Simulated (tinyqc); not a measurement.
# Doping and barrier from two capacitances

Problem. A Schottky diode on a uniformly doped n-type layer obeys (A/C)^2 = 2 (Vbi - V - Vt)/(q eps0 eps_r Nd) in reverse bias, with phiB = Vbi + Vt ln(Nc/Nd) and image force ignored. Find Nd, Vbi and phiB.

Values chosen for this exercise; band and dielectric values close to those of 4H silicon carbide:

| symbol | value | unit | meaning |
|---|---|---|---|
| T | 300 | K | temperature |
| eps_r | 9.58 |  | relative permittivity |
| Nc | 1.71e19 | cm^-3 | conduction-band density of states at T |
| A | 0.00061 | cm^2 | diode area |

Constants: q = 1.602176634e-19 C, kB = 1.380649e-23 J/K, Vt = kB T/q, eps0 = 8.8541878128e-14 F/cm where lengths are in cm. Results are converted to the units shown.

C at V = -0.8 and -5.5 V (pF): 44.525158  22.737268

Answer. The slope of (A/C)^2 against -V gives Nd, the intercept Vbi - Vt, and the Fermi-level depth Vt ln(Nc/Nd) is added for the barrier.

Nd = 1.300e17 cm^-3
Vbi = 0.8839 V
phiB = 1.010 eV

Computed by the program tinyqc: `OMP_NUM_THREADS=1 python tinyqc.py 2020148 2020149 out.jsonl`, one thread of a shared Intel Xeon 2.30GHz, about 0.1 s for the whole run.
